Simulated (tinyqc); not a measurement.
Inside a calculation. Method: coherent transport through a tight-binding region between two chains. One step of it, computed by the program tinyqc.

Question. Transmission at E = 0.4 eV. Surface Green function g = (E - i sqrt(4 t^2 - E^2)) / (2 t^2); self-energy tc^2 g on each contact site; G = (E - H - Sigma)^(-1); Gamma = -2 Im Sigma; T = Gamma_L Gamma_R |G_LR|^2; local density of states -Im G_ii / pi.

H of the central region (eV):
$$\begin{pmatrix}
0.000000 & -1.690000 & 0.000000 & -1.690000 \\
-1.690000 & 0.480000 & -1.690000 & 0.000000 \\
0.000000 & -1.690000 & 0.480000 & -1.690000 \\
-1.690000 & 0.000000 & -1.690000 & 0.000000
\end{pmatrix}$$

Leads: semi-infinite chains with site energy 0:
```
parameter                           value
lead hopping t (eV)              2.340000
coupling to the left lead (eV)   0.450000
coupling to the right lead (eV)  0.290000
left contact site                       1
right contact site                      3
```

E = 0.400000 eV

Give: g; G; local density of states; transmission.

Answer.

g = 0.037-0.426i 1/eV

G (1/eV):
$$\begin{pmatrix}
2.796-1.105i & -0.143+0.143i & -2.803+1.112i & 0.029-0.029i \\
-0.143+0.143i & 3.176-0.032i & 0.885-0.144i & -3.135+0.006i \\
-2.803+1.112i & 0.885-0.144i & 2.845-1.119i & -0.177+0.029i \\
0.029-0.029i & -3.135+0.006i & -0.177+0.029i & 3.127-0.001i
\end{pmatrix}$$

local density of states (1/eV): [0.352, 0.010, 0.356, 0.000]

transmission = 0.112
